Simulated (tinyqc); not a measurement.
Inside a calculation. Model: rigid-ion and shell models of the dielectric response of an ionic crystal. Computed by tinyqc, a small Python program that keeps every step. Command: `OMP_NUM_THREADS=1 python tinyqc.py 3000122 3000123 out.jsonl shell walk`. One thread of a shared host (Intel(R) Xeon(R) Processor @ 2.30GHz), about 0.01 s of CPU time with the checks. Intermediate numbers are printed to about 6 digits and carried at full precision; extremes and crossings named in words are read from the listed rows.

Charges +Z and -Z; 6 nearest neighbours, Madelung constant M = 1.747565, volume per ion pair Omega = 2.000000 d^3. Energy per pair U = -M Z^2 e2/d + 6 A exp(-d/rho), e2 = e^2/(4 pi eps_0). In the shell model the anion is a core of charge Y - Z and a massless shell of charge -Y, joined by the spring k; the repulsion acts on the shell. Each ion feels the Lorentz field E + (4 pi/3) P (Gaussian units).

Inputs (values chosen for the exercise, for a model crystal):

| quantity | value | unit |
|---|---|---|
| nearest-neighbour distance d | 2.69 | angstrom |
| ionic charge Z | 1.33 | e |
| hardness d/rho | 9.54 | - |
| cation mass | 131 | u |
| anion mass | 79.9 | u |
| shell charge size Y | 2.78 | e |
| core-shell spring k | 53.7 | eV/angstrom^2 |
| cation polarisability alpha_+ | 0.047 | angstrom^3 |
| film thickness t | 5.8 | nm |

Structure: rock salt.

Constants: e^2/(4 pi eps_0) = 14.39964548 eV angstrom; 1 eV/angstrom^3 = 160.2176634 GPa; nu for 1 eV/(angstrom^2 u) = 15.6333042 THz; 1 THz = 33.35640952 1/cm; eps_0 = 8.8541878128e-12 F/m; h x 1 THz = 4.135667696 meV.

## Equilibrium, bulk modulus and repulsive spring

Zero pressure fixes 6 A exp(-d/rho) = M Z^2 e2 rho/d^2. Then U = -(M Z^2 e2/d)(1 - rho/d), B = M Z^2 e2 (d/rho - 2)/(9 Omega d), and the spring of one sublattice against the other is R = (1/3) x (Laplacian of the repulsion summed over neighbours) = M Z^2 e2 (d/rho - 2)/(3 d^3), so R = 3 B Omega/d^2.

volume Omega = 38.9302 angstrom^3

lattice energy U = -14.8131 eV/pair

bulk modulus B = 57.0543 GPa

repulsive spring R = 5.74754 eV/angstrom^2

## Rigid ions

With C = 4 pi Z^2 e2/(3 Omega): mu lambda_TO = R - C, mu lambda_LO = R + 2 C; eps_inf = 1 and eps_s = lambda_LO/lambda_TO. lambda in eV/(angstrom^2 u) gives the wavenumber 15.6333042 x 33.35640952 x sqrt(lambda); mu is the reduced mass.

Coulomb spring C = 2.74067 eV/angstrom^2

omega_TO, rigid ions = 128.356 1/cm

omega_LO, rigid ions = 248.043 1/cm

eps_s, rigid ions = 3.73441

## Shell model: electronic response

Eliminating the shell gives the anion polarisability alpha_- = Y^2 e2/(k + R), the Szigeti charge Z_S = Z - Y R/(k + R) and the softened spring R' = k R/(k + R). With b = 4 pi (alpha_+ + alpha_-)/(3 Omega): eps_inf = (1 + 2b)/(1 - b) (Clausius-Mossotti); Born charge Z* = Z_S (eps_inf + 2)/3.

anion polarisability alpha_- = 1.87201 angstrom^3

Szigeti charge Z_S = 1.06122 e

softened spring R' = 5.19185 eV/angstrom^2

b = 0.206480

eps_inf = 1.78062

Born charge Z* = 1.33736 e

Overlap pushes the shell back and lowers the effective charge to 80 % of Z; the local field then raises the Born charge to 101 % of Z.

## Shell model: lattice response

mu lambda_TO = R' - (4 pi e2/(3 Omega)) Z_S^2/(1 - b); mu lambda_LO = mu lambda_TO + 4 pi e2 Z*^2/(eps_inf Omega); eps_s = eps_inf lambda_LO/lambda_TO.

mu lambda_TO = 2.99293 eV/angstrom^2

omega_TO = 128.058 1/cm

omega_LO = 204.890 1/cm

eps_s = 4.55826

share of R' left after the dipole term = 0.576467

The dipole field cancels 42 % of the short-range spring.

## As a gate dielectric

Capacitance per area eps_0 eps_s/t; equivalent oxide thickness EOT = t x 3.9/eps_s; the surface optical mode against silicon (eps = 11.7) lies at omega_TO sqrt[(eps_s + 11.7)/(eps_inf + 11.7)], and its squared coupling to channel electrons scales as g = hbar omega_SO [1/(11.7 + eps_inf) - 1/(11.7 + eps_s)], with hbar omega = h c x wavenumber.

capacitance per area = 6.95857 fF/micrometre^2

equivalent oxide thickness = 4.96242 nm

surface optical mode = 140.634 1/cm

remote-phonon coupling g = 0.220977 meV

## From rigid to soft shells

The formulas are those given above.

Response against the core-shell spring:

| k (eV/angstrom^2) | eps_inf | Z_S | Z* | omega_TO (1/cm) | omega_LO (1/cm) | eps_s |
|---|---|---|---|---|---|---|
| 43 | 2.00370 | 1.00223 | 1.33754 | 128.058 | 197.833 | 4.78206 |
| 54 | 1.77581 | 1.06257 | 1.33736 | 128.058 | 205.059 | 4.55343 |
| 70 | 1.58481 | 1.11906 | 1.33721 | 128.058 | 212.448 | 4.36181 |
| 97 | 1.41529 | 1.17449 | 1.33707 | 128.058 | 220.385 | 4.19173 |
| 140 | 1.28664 | 1.22037 | 1.33697 | 128.058 | 227.554 | 4.06266 |
| 210 | 1.19338 | 1.25594 | 1.33690 | 128.058 | 233.541 | 3.96910 |
| 430 | 1.10089 | 1.29333 | 1.33683 | 128.058 | 240.295 | 3.87631 |
| 1600 | 1.03802 | 1.32005 | 1.33678 | 128.058 | 245.444 | 3.81323 |

From the stiffest to the softest shell eps_inf rises from 1.04 to 2.00 and Z_S falls from 1.32 to 1.00; omega_LO moves by -19 % and omega_TO by 0.0 %. Screening by eps_inf cuts the LO frequency, which rigid ions overstate (rigid ions: 248 per cm); eps_s goes from 3.81 to 4.78.

Checks made by the program: TO spring by direct elimination of the shell from the 2 x 2 energy matrix (relative difference below 1e-10); Szigeti's relation mu lambda_TO (eps_s + 2)/(eps_inf + 2) = R' (relative difference below 1e-10).
